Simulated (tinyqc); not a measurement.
# Worked calculation: MOSFET with velocity saturation and source resistance

tinyqc, about 0.01 s, one thread, Intel Xeon 2.30GHz (shared host): `OMP_NUM_THREADS=1 python tinyqc.py 2500019 2500020 out.jsonl` Printed values are rounded.

Strong inversion, charge Q = Cox (Vg - m V) at channel potential V with Vg the gate overdrive, and drift velocity v = mu E/(1 + mu E/vsat). Integrating along the channel gives I = mu Cox (1/L)(Vg Vd - m Vd^2/2)/(1 + Vd/Vc) per width, Vc = vsat L/mu, which peaks at Vdsat. Units: I in uA/um, Rs in ohm um, so the drop over Rs is 1e-6 I Rs volts.

Parameters, values chosen for the exercise:
- Cox = 2.41 uF/cm^2 (gate capacitance)
- mu0 = 430 cm^2/(V s) (mobility at low gate voltage)
- th = 0.6 1/V (mobility degradation)
- vsat = 1.2e7 cm/s (saturation velocity)
- m = 1.22 (body factor)
- VT = 0.65 V (threshold)
- L = 0.13 um (channel length)
- Rs = 100 ohm um (source resistance)
- Vgs = 1.5 V (gate voltage)

## Saturation without source resistance

Vg = Vgs - VT (0 if negative), mu = mu0/(1 + th Vg), Vc = vsat L/mu, x = sqrt(1 + 2 Vg/(m Vc)), Vdsat = 2 Vg/(m (1 + x)), Isat = Cox vsat Vg (x - 1)/(x + 1) per width. Long-channel limit: mu Cox Vg^2/(2 m L); short-channel limit: Cox vsat Vg.

Vg = 0.85 V
mu = 284.768 cm^2/(V s)
Vc = 0.547814 V
Vdsat = 0.483422 V
Isat = 752.571 uA/um
long-channel limit = 1563.20 uA/um
short-channel limit = 2458.20 uA/um

Isat is 0.481 of the long-channel and 0.306 of the short-channel limit.

## Iteration 1: saturation current with source resistance

I at the start = 0 uA/um

Vg = Vgs - I Rs - VT (0 if negative), mu = mu0/(1 + th Vg), Vc = vsat L/mu, x = sqrt(1 + 2 Vg/(m Vc)), Vdsat = 2 Vg/(m (1 + x)), Isat = Cox vsat Vg (x - 1)/(x + 1) per width. I(new) = Isat.

Vg = 0.85 V
mu = 284.768 cm^2/(V s)
Vc = 0.547814 V
Vdsat = 0.483422 V
Isat = 752.571 uA/um
I after iteration 1 = 752.571 uA/um

## Iteration 2: saturation current with source resistance

As before.

Vg = 0.774743 V
mu = 293.546 cm^2/(V s)
Vc = 0.531432 V
Vdsat = 0.447024 V
Isat = 663.348 uA/um
I after iteration 2 = 663.348 uA/um

## Course of the iteration: saturation current with source resistance

Stop when I changes by less than 1e-6 uA/um, or after 80 iterations.

Course of the iteration:
```
iteration  I (uA/um)  |change| (uA/um)
1            752.571               753
2            663.348              89.2
3            673.834              10.5
4            672.600              1.23
5            672.745             0.145
6            672.728            0.0171
7            672.730           2.01e-3
8            672.730           2.36e-4
9            672.730           2.78e-5
10           672.730           3.27e-6
11           672.730           3.84e-7
```

Converged in 11 iterations. At the end each change is about 0.12 times the one before, with alternating sign: linear convergence. The resistance lowers Isat by 10.6 %.
